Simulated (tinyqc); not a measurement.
Inside a calculation. Method: plane-wave Kohn-Sham cycle with exchange-only LDA in a layered model solid. One step of it, computed by the program tinyqc.

Problem. Iteration 2: levels at that k. Diagonalise the Hermitian matrix.

H (hartree), order -3, -2, -1, +0, +1, +2, +3:
$$\begin{pmatrix}
0.962078 & -0.039972 & 0.024026 & 0.000262 & 0.000028 & 0.000080 & 0.000060 \\
-0.039972 & 0.309715 & -0.039972 & 0.024026 & 0.000262 & 0.000028 & 0.000080 \\
0.024026 & -0.039972 & -0.081703 & -0.039972 & 0.024026 & 0.000262 & 0.000028 \\
0.000262 & 0.024026 & -0.039972 & -0.212176 & -0.039972 & 0.024026 & 0.000262 \\
0.000028 & 0.000262 & 0.024026 & -0.039972 & -0.081703 & -0.039972 & 0.024026 \\
0.000080 & 0.000028 & 0.000262 & 0.024026 & -0.039972 & 0.309715 & -0.039972 \\
0.000060 & 0.000080 & 0.000028 & 0.000262 & 0.024026 & -0.039972 & 0.962078
\end{pmatrix}$$

Give: eigenvalues.

Solution.

eigenvalues (hartree): [-0.2315, -0.1100, -0.0460, 0.3108, 0.3143, 0.9651, 0.9653]
